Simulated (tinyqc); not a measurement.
Electron continuity equation in a given potential, Scharfetter-Gummel discretisation: one step of the calculation.

Steady state in one dimension: J = q mu n E + q D dn/dx with E = -dpsi/dx and D = mu Vt, dJ/dx = 0, fixed densities nL and nR at the ends. The potential is given, psi = U x/L, and is not changed by the electrons.

Question. Tridiagonal system for the inner nodes. Row i (1 to 9): B(-d_(i-1)) n_(i-1) + b_i n_i + B(d_i) n_(i+1) = f_i with b_i = -B(-d_i) - B(d_(i-1)) and f_i = 0; the known end values are moved to the right: f_1 loses B(-d_0) nL and f_9 loses B(d_9) nR. h = L/10, D = mu Vt.

Values chosen for this exercise; mobility close to that of silicon at room temperature:
- T = 300 K (temperature)
- mu = 1360 cm^2/(V s) (electron mobility)
- L = 0.57 um (length of the region)
- nL = 2e14 cm^-3 (density at x = 0)
- nR = 0 cm^-3 (density at x = L)

Constants: q = 1.602176634e-19 C, kB = 1.380649e-23 J/K, Vt = kB T/q. Results are converted to the units shown.

```
interval      B(d_i)    B(-d_i)
0         0.78580080  1.2499815
1         0.78580080  1.2499815
2         0.78580080  1.2499815
3         0.78580080  1.2499815
4         0.78580080  1.2499815
5         0.78580080  1.2499815
6         0.78580080  1.2499815
7         0.78580080  1.2499815
8         0.78580080  1.2499815
9         0.78580080  1.2499815
```

Find: diagonal b; right side f.

Answer.

```
node  diagonal b  right side f (cm^-3)
1         -2.036             -2.500e14
2         -2.036                     0
3         -2.036                     0
4         -2.036                     0
5         -2.036                     0
6         -2.036                     0
7         -2.036                     0
8         -2.036                     0
9         -2.036                     0
```

Numbers from tinyqc (`OMP_NUM_THREADS=1 python tinyqc.py 2220109 2220110 out.jsonl`; about 0.01 s on one thread of a shared Intel Xeon 2.30GHz).
